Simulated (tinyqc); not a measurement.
What moves the results: tight-binding t2g bands of a cubic perovskite. A value that a table varies takes the place of the one given here.

Orbitals yz, zx, xy (X, Y, Z below) times spin. E_xy = Dt + 2t (2 - cos x - cos y) + 2 td (1 - cos z) + 4 t2 (1 - cos x cos y) with x = kx a and so on; yz and zx follow by cyclic change, without Dt. Spin-orbit term -(Dso/3) L.sigma + Dso/3 with (L_k)_ij = -i epsilon_kij in X, Y, Z: for Dt = 0 the quartet lies at 0 and the doublet at Dso.

Constants: hbar^2/2m0 = 3.80998211 eV angstrom^2.

Inputs chosen for the exercise (of the size met in SrTiO3 and KTaO3; the results hold for these values, not for the real material):
- t = 0.501 eV (strong hopping)
- td = 0.055 eV (weak hopping)
- t2 = 0.034 eV (diagonal hopping in the plane of the orbital)
- Dso = 0.357 eV (spin-orbit splitting at Gamma)
- Dt = -0.028 eV (shift of xy (tetragonal field or confinement))
- a = 4.049 angstrom (lattice constant)
- k = (0, 0.16, 0.18) 2 pi/a (wave vector)

## Bands along [100] with and without spin-orbit coupling

k = (x,0,0). The plain columns hold the three orbital energies without spin-orbit coupling, sorted.

Levels (eV):
```
x (2 pi/a),plain 1,plain 2,plain 3,pair 1,pair 2,pair 3
0.00,-0.0280,0.0000,0.0000,-0.0191,0.0000,0.3481
0.02,-0.0190,0.0009,0.0090,-0.0117,0.0052,0.3543
0.04,0.0035,0.0078,0.0358,0.0055,0.0252,0.3732
0.06,0.0077,0.0519,0.0799,0.0239,0.0667,0.4059
0.10,0.0210,0.1893,0.2173,0.0646,0.2031,0.5171
0.15,0.0453,0.4411,0.4691,0.1153,0.4545,0.7427
0.20,0.0760,0.7583,0.7863,0.1616,0.7717,1.0444
0.30,0.1440,1.4617,1.4897,0.2437,1.4749,1.7337
0.50,0.2200,2.2480,2.2760,0.3260,2.2612,2.5138
```

How do the results move?

At the zone edge the heavy yz band has risen by 0.220 eV (4 td) and the light ones by 2.276 eV (4t + 8 t2). Spin-orbit coupling mixes the orbitals while their spacing is below Dso = 0.357 eV: the lowest pair lies +7.3 meV from the plain band at x = 0.02 and +106.0 meV at the edge, where yz has parted from the other two and its offset tends to Dso/3 = 119.0 meV; zx and xy, 28 meV apart without the coupling, still mix there. With Dt < 0 the lowest plain band at Gamma is xy, and yz passes below it further out.

## Order of the levels against the shift of xy

Levels at Gamma, the xy weight of the lowest pair and its mass along [100] from m/m0 = c q^2/(E(q) - E(0)), q = 0.001 (2 pi/a).

At Gamma:
```
Dt (eV),pair 1 (eV),pair 2 (eV),pair 3 (eV),xy weight of pair 1,mass (m0)
-0.30,-0.2402,0.0000,0.2972,0.890,0.430
-0.15,-0.1119,0.0000,0.3189,0.812,0.446
-0.08,-0.0570,0.0000,0.3340,0.754,0.459
-0.03,-0.0205,0.0000,0.3475,0.702,0.472
-0.01,-0.0067,0.0000,0.3537,0.679,0.478
0.01,0.0000,0.0066,0.3604,0.000,0.745
0.03,0.0000,0.0194,0.3676,0.000,0.745
0.08,0.0000,0.0491,0.3879,0.000,0.745
0.15,0.0000,0.0845,0.4225,0.000,0.745
```

How do the results move?

For Dt > 0 the lowest pair is the pure yz, zx combination at 0, with mass 0.745 at Dt = 0.15 eV. For Dt < 0 it gains xy weight, 0.68 at -0.01 and 0.89 at -0.3 eV, and its mass tends to the light value 0.408; the scale of the change is Dso = 0.357 eV.

## What each parameter does

The three pairs at k. Each row changes one parameter from the base and keeps the others.

Results:
```
case,pair 1 (eV),pair 2 (eV),pair 3 (eV)
base,0.6111,0.8317,1.3276
t = 0.5511 eV,0.6601,0.8925,1.4258
td = 0.0825 eV,0.6412,0.8550,1.3313
t2 = 0.054 eV,0.6501,0.8780,1.3870
Dso = 0.4641 eV,0.6147,0.8575,1.4052
Dt = -0.058 eV,0.5869,0.8273,1.3262
```

How do the results move?

The largest shifts from the base row, up to three for each result and ties (the steps differ in size, so this ranks the rows, not the parameters). pair 1 (eV): t +0.0491, t2 +0.0391, td +0.0301. pair 2 (eV): t +0.0608, t2 +0.0463, Dso +0.0258. pair 3 (eV): t +0.0982, Dso +0.0776, t2 +0.0594.

(tinyqc, `OMP_NUM_THREADS=1 python tinyqc.py 1481702 1481703 out.jsonl`, Intel(R) Xeon(R) Processor @ 2.30GHz, 1 thread, shared host, about 0.01 s.)
